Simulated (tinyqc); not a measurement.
Coupled-perturbed Hartree-Fock on RHF in the sto-3g basis, for BeH2, spin multiplicity 1, step by step. One step of it, computed by the program tinyqc.

Problem. Response to a field: uncoupled start. Field along z; U_ai = -mu_ai / (e_a - e_i), alpha = -4 sum U_ai mu_ai.

orbital energies (hartree): MO1 -4.537919, MO2 -0.406749, MO3 -0.360895, MO4 0.203886, MO5 0.213367, MO6 0.343500, MO7 0.641384

dipole integrals <a|z|i> (bohr):
```
,i1,i2,i3
a4,0.143986,0.956811,0.000000
a5,0.000000,0.000000,0.000000
a6,0.045754,0.130451,0.000000
a7,0.000000,0.000000,-0.228880
```

Give: uncoupled U; uncoupled polarisability.

Solution.

uncoupled U:
```
,i1,i2,i3
a4,-0.030,-1.567,0.000
a5,0.000,0.000,0.000
a6,-0.009,-0.174,0.000
a7,0.000,0.000,0.228
```

uncoupled polarisability = 6.316 bohr^3
